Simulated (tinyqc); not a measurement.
Resistive crossbar, vector-matrix product with wire resistance: two steps of the calculation.

3 rows and 2 columns. Cell (i, j) joins row node wij to column node bij. Each row is driven at its left end through one wire segment rw; neighbouring nodes along a row or a column are joined by rw; each column ends below the last row in one more rw and a virtual ground, where its current is read. Ideal output: I_j = sum_i V_i G_ij.

Parameters, values chosen for the exercise: wire resistance between neighbouring cells rw = 5 ohm; input voltages of the rows V = [0.15, 0.32, 0.08] V.

Question 1. Node voltages and column currents. Solve A x = b; I_j = b3j/rw.

A (uS):
```
             w11          w12          w21      w22          w31          w32          b11          b12
w11  4.0007300e5         -2e5            0        0            0            0          -73            0
w12         -2e5  2.0006200e5            0        0            0            0            0          -62
w21            0            0  4.0004100e5     -2e5            0            0            0            0
w22            0            0         -2e5  2.001e5            0            0            0            0
w31            0            0            0        0  4.0013000e5         -2e5            0            0
w32            0            0            0        0         -2e5  2.0015000e5            0            0
b11          -73            0            0        0            0            0  2.0007300e5            0
b12            0          -62            0        0            0            0            0  2.0006200e5
b21            0            0          -41        0            0            0         -2e5            0
b22            0            0            0     -100            0            0            0         -2e5
b31            0            0            0        0         -130            0            0            0
b32            0            0            0        0            0         -150            0            0

             b21      b22          b31          b32
w11            0        0            0            0
w12            0        0            0            0
w21          -41        0            0            0
w22            0     -100            0            0
w31            0        0         -130            0
w32            0        0            0         -150
b11         -2e5        0            0            0
b12            0     -2e5            0            0
b21  4.0004100e5        0         -2e5            0
b22            0  4.001e5            0         -2e5
b31         -2e5        0  4.0013000e5            0
b32            0     -2e5            0  4.0015000e5
```

b (uA): w11 30000, w12 0, w21 64000, w22 0, w31 16000, w32 0, b11 0, b12 0, b21 0, b22 0, b31 0, b32 0

Give: row nodes; column nodes; column currents.

Answer 1.

row nodes (mV): w11 149.90, w12 149.85, w21 319.77, w22 319.62, w31 79.889, w32 79.829
column nodes (mV): b11 0.34656, b12 0.51770, b21 0.29198, b22 0.47140, b31 0.17190, b32 0.26554
column currents (uA): column 1 34.379, column 2 53.108

Question 2. Error against the ideal product. Ideal I_j = sum_i V_i G_ij; error = I/ideal - 1.

cell conductances G (uS):
```
,column 1,column 2
row 1,73,62
row 2,41,100
row 3,130,150
```

column currents (uA): column 1 34.379298, column 2 53.107669

Wanted: ideal currents; error.

Answer 2.

ideal currents (uA): column 1 34.47, column 2 53.30
error (%): column 1 -0.2631, column 2 -0.3608

The largest error is in column 2. All currents fall short, since the wires take part of the voltage.

tinyqc, about 0.03 s, one thread, Intel Xeon 2.30GHz (shared host): `OMP_NUM_THREADS=1 python tinyqc.py 2880118 2880119 out.jsonl`
